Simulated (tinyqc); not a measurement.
What moves the results: six-band hole subbands of a thin body in a field. A value that a table varies takes the place of the one given here.

Basis X, Y, Z times spin, hole energies counted downwards from the unstrained edge (the hydrostatic shift is left out), c = hbar^2/2m0. For a symmetric tensor T let C(T) have C_XX = L Txx + M (Tyy + Tzz), C_XY = N Txy (cyclic), L = c (g1 + 4 g2), M = c (g1 - 2 g2), N = 6 c g3. k = q + kz n, n the unit normal, q = k1 u + k2 v with u along the channel [1-10] and v = n x u. H = C(k k^T) + (Dso/3)(1 - L.sigma) - B + e F z with (L_k)_ij = -i epsilon_kij; B is the block C built from the traceless strain with 2b, -b and sqrt(3) d in place of L, M, N. Strain: exx = eyy = (s11 + s12) sx/2, ezz = s12 sx, exy = -s44 sx/4. Hard walls at z = 0 and t; basis sin(j pi z/t), j = 1 to Nz: kz^2 = (j pi/t)^2, kz = -i D with D_jl = 4 j l/(t (j^2 - l^2)), z_jj = t/2 and z_jl = -8 t j l/(pi (j^2 - l^2))^2 for j + l odd; 1 MV/cm = 0.01 eV/angstrom.

Nz = 14. E1 is the top subband at q = 0, gap the distance to the next pair, and the masses are c q^2/(E(q) - E1) at |q| = 0.02 1/angstrom (mean of the spin pair) along the channel [1-10] and across it in the plane; a dash marks a band that does not rise.

Constants: hbar^2/2m0 = 3.80998211 eV angstrom^2.

Parameters, chosen for this exercise (near those of a p-type Ge channel; the results hold for these values, not for the real material):
```
symbol  value                 unit      meaning
g1      13.37                           Luttinger gamma1
g2      4.25                            gamma2
g3      5.71                            gamma3
Dso     0.29                  eV        spin-orbit splitting
b       -2.53                 eV        tetragonal potential
d       -5.29                 eV        trigonal potential
S       (9.74, -2.62, 14.86)  1/TPa     compliances s11, s12, s44
face    001                             surface
t       45                    angstrom  body thickness
F       0.8                   MV/cm     field across the body
sx      1                     GPa       stress along the channel [1-10], negative in compression
```

## Stress along the channel

Each row has its own sx.

Results:
```
sx (GPa)  E1 (meV)  gap (meV)  m channel  m across
-3.0         160.5      255.9      0.043     0.341
-2.0         199.9      206.2      0.048     0.227
-1.0         233.0      168.3      0.059     0.140
-0.5         245.8      156.6      0.070     0.109
0.0          255.4      151.1      0.086     0.086
0.5          261.4      152.5      0.111     0.070
1.0          264.1      160.2      0.148     0.060
```

What can be read from the table?

Under 2 GPa of compression the channel mass goes from 0.086 to 0.048 m0, the mass across from 0.086 to 0.227; the gap to the next subband is 206, 151 and 160 meV at -2, 0 and +1 GPa. The lightest channel mass of the table, 0.043 m0, is at -3.0 GPa.

## Surface orientation and number of bands

Three faces, six bands; and four bands, with Dso set to 1000 eV.

Results:
```
case           E1 (meV)  gap (meV)  m channel  m across
(001) 6 bands     264.1      160.2      0.148     0.060
(001) 4 bands     269.7      290.1      0.087     0.071
(110) 6 bands     201.2       93.3      0.054     0.104
(110) 4 bands     212.7      178.4      0.058     0.079
(111) 6 bands     185.9      149.0      0.119     0.055
(111) 4 bands     193.1      149.1      0.070     0.063
```

What does this show, and why?

With six bands the top subband is shallowest on (111) (185.9 meV) and deepest on (001). Without the stress E1 would be 255.4, 170.7 and 182.7 meV, so the stress moves it by 8.7, 30.5 and 3.1 meV. The lightest channel mass is on (110) (0.054 m0). Dropping the split-off band moves E1 by 5.7, 11.5 and 7.2 meV and the gap by 129.9, 85.1 and 0.1 meV on the three faces, with Dso = 290 meV.

## What each parameter does

Six bands. Each row changes one parameter from the base and keeps the others.

Results:
```
case             E1 (meV)  gap (meV)  m channel (m0)  m across (m0)
base                264.1      160.2           0.148          0.060
t = 35 angstrom     293.0      178.7           0.133          0.058
F = 1.1 MV/cm       318.9      162.1           0.150          0.062
sx = 0.5 GPa        261.4      152.5           0.111          0.070
g3 = 5.31           264.1      160.2           0.129          0.058
g2 = 4.89           235.6      167.9           0.132          0.058
Dso = 0.435 eV      265.9      196.5           0.123          0.063
d = -4.23 eV        266.5      155.5           0.132          0.064
```

What can be read from the table?

The largest shifts from the base row, up to three for each result and ties (the steps differ in size, so this ranks the rows, not the parameters). E1 (meV): F +54.8, t +28.9, g2 -28.5; unchanged at the printed digits by g3. gap (meV): Dso +36.3, t +18.4, sx -7.8; unchanged at the printed digits by g3. m channel (m0): sx -0.036, Dso -0.024, g3 -0.019. m across (m0): sx +0.010, d +0.004, Dso +0.003.

tinyqc: `OMP_NUM_THREADS=1 python tinyqc.py 1282663 1282664 out.jsonl`; about 0.4 s, one thread, shared Intel(R) Xeon(R) Processor @ 2.30GHz.
